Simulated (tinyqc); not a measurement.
MOS inversion layer, Poisson-Schroedinger loop: two steps of the calculation.

Electrons confined at an insulator interface at z = 0, treated as a hard wall; parabolic valleys, Hartree approximation, no image or exchange terms. The depletion charge lies far deeper than the electrons and gives a uniform field q Nd/(eps0 eps_r); the gate balances all charge. Energies are counted from the band edge at the interface.

Parameters, values chosen for the exercise; masses and permittivity close to those of gallium nitride:
```
symbol,value,unit,meaning
T,300,K,temperature
mz1,0.2,m0,mass along z of valley set A (1 valley(s))
md1,0.203,m0,in-plane density-of-states mass of set A
Ns,2.6e12,cm^-2,sheet density of electrons
hz,0.81,nm,mesh step
```

Constants: q = 1.602176634e-19 C, kB = 1.380649e-23 J/K, hbar = 1.054571817e-34 J s, m0 = 9.1093837015e-31 kg, Vt = kB T/q, hbar^2/(2 m0) = 0.0380998212 eV nm^2. Results are converted to the units shown.

Question 1. Levels and probability densities. Tridiagonal Hamiltonian with psi = 0 one step beyond both ends: H_ii = C (1/m_(i-1/2) + 1/m_(i+1/2))/hz^2 + V0_i + U_i, H_(i,i+1) = -C/(m_(i+1/2) hz^2), C = hbar^2/(2 m0). The lowest 2 level(s) are kept, normalised to hz sum |psi|^2 = 1. The mass is the same on all intervals.

```
node  fixed potential V0 (eV)  self-consistent potential U at the start (eV)
1                  0.02328981                                              0
2                  0.04657962                                              0
3                  0.06986943                                              0
4                  0.09315924                                              0
5                  0.11644905                                              0
6                  0.13973886                                              0
7                  0.16302867                                              0
8                  0.18631848                                              0
9                  0.20960829                                              0
10                 0.23289810                                              0
11                 0.25618791                                              0
12                 0.27947772                                              0
13                 0.30276753                                              0
14                 0.32605734                                              0
15                 0.34934715                                              0
```

Find: levels; |psi|^2 of A1; |psi|^2 of A2.

Answer 1.

levels (eV): A1 0.12535, A2 0.21790

```
node  |psi|^2 of A1 (1/nm)  |psi|^2 of A2 (1/nm)
1                  0.09180               0.08641
2                  0.24947               0.15280
3                  0.31411               0.06614
4                  0.26456               0.00006
5                  0.16911               0.07248
6                  0.08732               0.19070
7                  0.03780               0.23678
8                  0.01406               0.19762
9                  0.00457               0.12541
10                 0.00132               0.06431
11                 0.00034               0.02761
12                 0.00008               0.01012
13                 0.00002               0.00318
14                 0.00000               0.00082
15                 0.00000               0.00014
```

Question 2. Fermi level and occupations. Level k holds N_k = D_k Vt ln(1 + exp((EF - E_k)/Vt)) with D = md1 m0 q/(pi hbar^2) per eV (spin included); EF is fixed by sum N_k = Ns.

levels (eV): A1 0.12534755, A2 0.21790480

Give: EF; N_k.

Answer 2.

EF = 0.14445 eV
N_k (cm^-2): A1 2.4757e12, A2 1.2431e11

Numbers from tinyqc (`OMP_NUM_THREADS=1 python tinyqc.py 2160068 2160069 out.jsonl`; about 0.4 s on one thread of a shared Intel Xeon 2.30GHz).
